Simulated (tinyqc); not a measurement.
Atomic layer deposition: Langmuir saturation, growth per cycle and coating of deep features: one step, computed by the program tinyqc. Command: `OMP_NUM_THREADS=1 python tinyqc.py 3026690 3026691 out.jsonl ald walk`. One thread of a shared host (Intel(R) Xeon(R) Processor @ 2.30GHz), about 0.02 s of CPU time with the checks.

Precursor A sticks only on free sites, so a long enough pulse saturates; co-reactant B then frees the sites again.

Question. Flux and saturation time. Wall flux F = p/sqrt(2 pi M k_B T); rate of filling k_a = beta F/q; desorption k_d = 1e13 exp(-E_d/(k_B T)) per second. 1/m^2 = 1e-18/nm^2. Temperatures in kelvin are T(C) + 273.15.

Inputs (values chosen for the exercise, modelled on zinc oxide from diethylzinc and water): precursor mass M = 124 u; site density q = 7.6 1/nm^2; sticking probability beta on free sites = 0.0061; precursor pressure p = 0.55 Pa; temperature T = 200 C; desorption energy E_d = 1.52 eV.

Constants: u = 1.6605390666e-27 kg; k_B = 1.380649e-23 J/K; k_B = 8.617333262e-05 eV/K.

Give: flux F; k_a; k_d; time to 99 % without desorption, ln(100)/k_a.

Answer.

flux F = 5983 1/(nm^2 s)

k_a = 4.802 1/s

k_d = 6.451e-04 1/s

time to 99 % without desorption, ln(100)/k_a = 0.9590 s
